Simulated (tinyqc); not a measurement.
X-ray reflectivity of a thin film on silicon: critical angles, Parratt recursion, fringes and roughness: one step, computed by the program tinyqc. Command: `OMP_NUM_THREADS=1 python tinyqc.py 3121593 3121594 out.jsonl xrr walk`. One thread of a shared host (Intel(R) Xeon(R) Processor @ 2.30GHz), about 0.01 s of CPU time with the checks.

n = 1 - delta + i beta; the classical electron radius is r_e = 2.8179403e-6 nm. Layer 0 is vacuum, 1 the film, 2 the substrate.

Problem. Reflectivity at one angle. k_j = (2 pi/lambda) sqrt(sin^2 theta - 2 delta_j + 2 i beta_j); r_ij = (k_i - k_j)/(k_i + k_j) x exp(-2 k_i k_j sigma^2) (Nevot-Croce); r = (r_01 + r_12 p)/(1 + r_01 r_12 p), p = exp(2 i k_1 d); R = |r|^2.

Inputs (values chosen for the exercise, modelled on copper on silicon, copper K-alpha radiation):
```
quantity                              value     unit
wavelength lambda                   0.15406       nm
film thickness d                       3.22       nm
roughness of the surface sigma_1       0.71       nm
roughness of the interface sigma_2     0.71       nm
grazing angle theta                    2.31  degrees
```

Constants:
```
layer      rho_e (1/nm^3)         delta          beta  critical angle (degrees)  q_c (1/nm)
film             2565.143  2.730507e-05  6.553216e-07                 0.4234082   0.6027769
substrate         711.402  7.572626e-06  1.741704e-07                 0.2229774   0.3174375
```

Give: k_0, k_1, k_2; 1000 r_01; 1000 r_12; p; reflectivity R; q = 4 pi sin(theta)/lambda.

Solution.

k_0, k_1, k_2 (1/nm): 1.6438  1.6160+0.0007i  1.6362+0.0002i

1000 r_01 = 0.58710-0.01499i

1000 r_12 = -0.43165+0.01136i

p = -0.55283-0.82809i

reflectivity R = 8.1046e-07

q = 4 pi sin(theta)/lambda = 3.2877 1/nm
